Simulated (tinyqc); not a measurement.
Thermionic-field emission through a Schottky barrier, WKB: contact resistivity against barrier height.

Metal on an n-type semiconductor with one parabolic valley; V > 0 is forward bias (metal positive). Energies E are counted from the conduction edge of the neutral semiconductor, whose Fermi level lies at -xi; that of the metal lies at -xi - V. The barrier is a parabola of height Vd = phi - xi - V (depletion approximation, no image force).

Nc = 2 (2 pi me m0 kB T/h^2)^1.5 (times 1e-6 for cm^-3); Nd = Nc F12(-xi/Vt), F12(x) = (2/sqrt(pi)) int_0^infinity sqrt(u)/(1 + exp(u - x)) du; E00 = (hbar/2) sqrt(Nd/(me m0 eps0 eps_r)) in SI units (volts). For E < Vd, ln T(E) = -(Vd/E00) [sqrt(1 - y) - y ln((1 + sqrt(1 - y))/sqrt(y))], y = E/Vd; T(E) = 1 above. J = A* T (q/kB) int_0^infinity T(E) N(E) dE, N = ln[(1 + exp((-xi - E)/Vt))/(1 + exp((-xi - V - E)/Vt))], A* = 4 pi q me m0 kB^2/h^3 (times 1e-4 for A/(cm^2 K^2)). The integral is converged to the digits shown; the share over the barrier is that of E > Vd, and 0 means below 1e-6 %. The contact resistivity is rho_c = 1/(dJ/dV) at V = 0, where N becomes V f/Vt with f = 1/(1 + exp((E + xi)/Vt)).

Inputs (values chosen for the exercise); band and dielectric values close to those of gallium nitride:
- T = 400 K (temperature)
- me = 0.197 m0 (electron mass)
- eps_r = 9.43 (relative permittivity)
- Nd = 8e17 cm^-3 (donor density)

Constants: q = 1.602176634e-19 C, kB = 1.380649e-23 J/K, eps0 = 8.8541878128e-12 F/m, hbar = 1.054571817e-34 J s, h = 6.62607015e-34 J s, m0 = 9.1093837015e-31 kg, Vt = kB T/q. Results are converted to the units shown.

Results:
```
phi (eV)  rho_c (ohm cm^2)  thermionic Vt exp(phi/Vt)/(A* T^2) (ohm cm^2)
0.29              9.834e-6                                       4.101e-5
0.42              3.063e-4                                       0.001782
0.69                0.4398                                          4.494
0.83                 19.74                                          261.0
0.96                 684.3                                        1.134e4
1.1                3.148e4                                        6.583e5
```

Estimate the missing row, phi = 0.56 eV.

Computed row:
```
phi (eV)  rho_c (ohm cm^2)  thermionic Vt exp(phi/Vt)/(A* T^2) (ohm cm^2)
0.56               0.01309                                         0.1034
```

With this row back in the table: rho_c rises from 9.83e-6 to 31500 ohm cm^2; between the last two rows it grows by a factor e every 36.6 meV, against E00 coth(E00/Vt) = 35.9 meV and Vt = 34.5 meV for pure emission.

Range of the model: The depletion approximation, a parabolic band and the neglect of image-force lowering make these currents estimates at high doping.

Numbers from tinyqc (`OMP_NUM_THREADS=1 python tinyqc.py 2640105 2640106 out.jsonl`; about 0.02 s on one thread of a shared Intel Xeon 2.30GHz).
